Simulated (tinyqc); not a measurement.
Energy and delay of logic against supply voltage: one step of the calculation.

One expression serves below and above threshold: I(Vg) = Ik [ln(1 + exp((Vg - VT + dd V)/(al nf Vt)))]^al, with I_on = I(V) and I_off = I(0). Gate delay td = kd C V/I_on, clock period LD td. Per gate and cycle the switching energy is act C V^2 and the leakage energy I_off V LD td. No short-circuit current, no variation. Minima are sought above 0.09 V; below a few Vt gates no longer switch and the model has no meaning.

Task. New V. Minimum-energy supply: E(V) is the energy per gate and cycle; with h = 0.001 V, E' = (E(V + h) - E(V - h))/(2 h), E'' = (E(V - h) - 2 E(V) + E(V + h))/h^2, V(new) = V - E'/E''.

Inputs (values chosen for the exercise); values of the order met in logic technologies:
- T = 250 K (temperature)
- VT = 0.39 V (threshold voltage at zero drain bias)
- nf = 1.07 (slope factor)
- dd = 0.08 (barrier lowering per volt of supply)
- Ik = 3 uA (specific current of a gate)
- al = 1.25 (exponent of the current law)
- C = 1.8 fF (load capacitance of a gate)
- kd = 1.1 (delay factor)
- LD = 16 (logic depth)
- act = 0.2 (activity factor)

Constants: q = 1.602176634e-19 C, kB = 1.380649e-23 J/K, Vt = kB T/q. Results are converted to the units shown.

V at the start = 0.18 V

Wanted: E'; E''; V after iteration 1.

Result.

E' = 116.1 aJ/V
E'' = 1128 aJ/V^2
V after iteration 1 = 0.07708 V

Numbers from tinyqc (`OMP_NUM_THREADS=1 python tinyqc.py 2082023 2082024 out.jsonl`; about 0.01 s on one thread of a shared Intel Xeon 2.30GHz).
